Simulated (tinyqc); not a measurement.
Worked calculation: plane-wave Kohn-Sham cycle with exchange-only LDA in a layered model solid. One step of it, computed by the program tinyqc.

Question. Iteration 1: Hamiltonian at one k. H(m,m') = (k + G_m)^2/2 delta + V(G_m - G_m'), with V(-G) = V(G).

A solid whose potential varies along x alone (atomic units):
```
parameter                      value
period a                    8.200000
cross-section of the cell  31.000000
electrons per cell                 2
grid points                       16
plane waves -n..n, n               3
k points                           3
V1 in V1 cos(2 pi x/a)     -0.530000
```

V(G_m), m = 0, 1, 2, ... (hartree): [-0.195858, -0.265000, 0.000000, 0.000000, 0.000000, 0.000000, 0.000000]

k = 0.000000 2 pi / a

Give: H.

Answer.

H (hartree), order -3, -2, -1, +0, +1, +2, +3:
$$\begin{pmatrix}
2.4462 & -0.2650 & 0.0000 & 0.0000 & 0.0000 & 0.0000 & 0.0000 \\
-0.2650 & 0.9784 & -0.2650 & 0.0000 & 0.0000 & 0.0000 & 0.0000 \\
0.0000 & -0.2650 & 0.0977 & -0.2650 & 0.0000 & 0.0000 & 0.0000 \\
0.0000 & 0.0000 & -0.2650 & -0.1959 & -0.2650 & 0.0000 & 0.0000 \\
0.0000 & 0.0000 & 0.0000 & -0.2650 & 0.0977 & -0.2650 & 0.0000 \\
0.0000 & 0.0000 & 0.0000 & 0.0000 & -0.2650 & 0.9784 & -0.2650 \\
0.0000 & 0.0000 & 0.0000 & 0.0000 & 0.0000 & -0.2650 & 2.4462
\end{pmatrix}$$
